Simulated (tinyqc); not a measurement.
# Reflectance at normal incidence against thickness

Normal incidence on air, film (n1) and substrate (N2 = n2 - i k2): r01 = (1 - n1)/(1 + n1), r12 = (n1 - N2)/(n1 + N2), amplitude (r01 + r12 X)/(1 + r01 r12 X), X = exp(-4 pi i n1 d/lam), R its squared modulus, phase from 0 to 360 degrees.

Values chosen for this exercise:
```
symbol,value,unit,meaning
lam,546.1,nm,wavelength
n1,1.299,,index of the transparent film
n2,4.086,,index of the substrate
k2,0.031,,extinction coefficient of the substrate
```

Results:
```
d (nm)  R (%)  phase of the reflected amplitude (degrees)
0       36.82                                       179.8
26      34.57                                       146.3
52      28.46                                       108.5
79      20.76                                       59.32
105     17.26                                       359.8
131     20.80                                       300.4
158     28.50                                       251.2
210     36.82                                       180.0
```

Estimate the missing row, d = 184 nm.

Computed row:
```
d (nm)  R (%)  phase of the reflected amplitude (degrees)
184     34.60                                       213.5
```

With this row back in the table: R goes from 36.8 through a minimum of 17.3 (at d = 105 nm among the rows listed) to 36.8 %. At a quarter wave, d = 105 nm, R = 17.3 %; for a transparent substrate it would vanish for n1 = sqrt(n2) = 2.02.

Numbers from tinyqc (`OMP_NUM_THREADS=1 python tinyqc.py 2870153 2870154 out.jsonl`; about 0.01 s on one thread of a shared Intel Xeon 2.30GHz).
